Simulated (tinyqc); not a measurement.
Hexagonal on-chip spiral inductor, lumped pi model: one step of the calculation.

Outer diameter do = di + 2 n wd + 2 (n - 1) sp, mean da = (do + di)/2, fill p = (do - di)/(do + di), length l = 3.464 n da. L = 2.33 mu0 n^2 da/(1 + 3.82 p), mu0 = 4 pi 1e-7 H/m. Rs = rho l/(wd delta (1 - exp(-th/delta))), delta = sqrt(rho/(pi f mu0)). Cs = n wd^2 eps0 eo/hu across the coil. At each end Cox = l wd eps0 eo/(2 ho) leads to the substrate branch Rsi = 2 rs he/(l wd) in parallel with Csi = l wd eps0 11.7/(2 he). With one end grounded Y = 1/(Rs + i w L) + i w Cs + 1/[1/(i w Cox) + 1/(1/Rsi + i w Csi)], w = 2 pi f; Q = -Im Y/Re Y. Eddy currents in neighbouring turns and in the substrate are left out.

Problem. Admittance, quality factor and apparent inductance. Series branch 1/(Rs + i w L), substrate branch, total Y, Q = -Im Y/Re Y, apparent inductance Im(1/Y)/w, metal-only value w L/Rs, share of the loss in the substrate Re(substrate branch)/Re Y.

Inputs (values chosen for the exercise):

| symbol | value | unit | meaning |
|---|---|---|---|
| f | 1.2 | GHz | frequency |

L = 5.0388555 nH
Rs = 4.7577552 ohm
Cs = 8.8794855 fF
Cox = 39.853009 fF
Rsi = 1025.4052 ohm
Csi = 10.102738 fF

Wanted: series branch; substrate branch; Y; Q; apparent inductance; w L/Rs; share of the loss in the substrate.

Solution.

series branch = 3.25-25.91i mS
substrate branch = 0.0806+0.2694i mS
Y = 3.33-25.58i mS
Q = 7.691
apparent inductance = 5.099 nH
w L/Rs = 7.985
share of the loss in the substrate = 2.422 %

Q is 96.3 % of the metal-only value.

Program tinyqc, `OMP_NUM_THREADS=1 python tinyqc.py 2302001 2302002 out.jsonl`; Intel Xeon 2.30GHz, shared host, one thread, about 0.01 s.
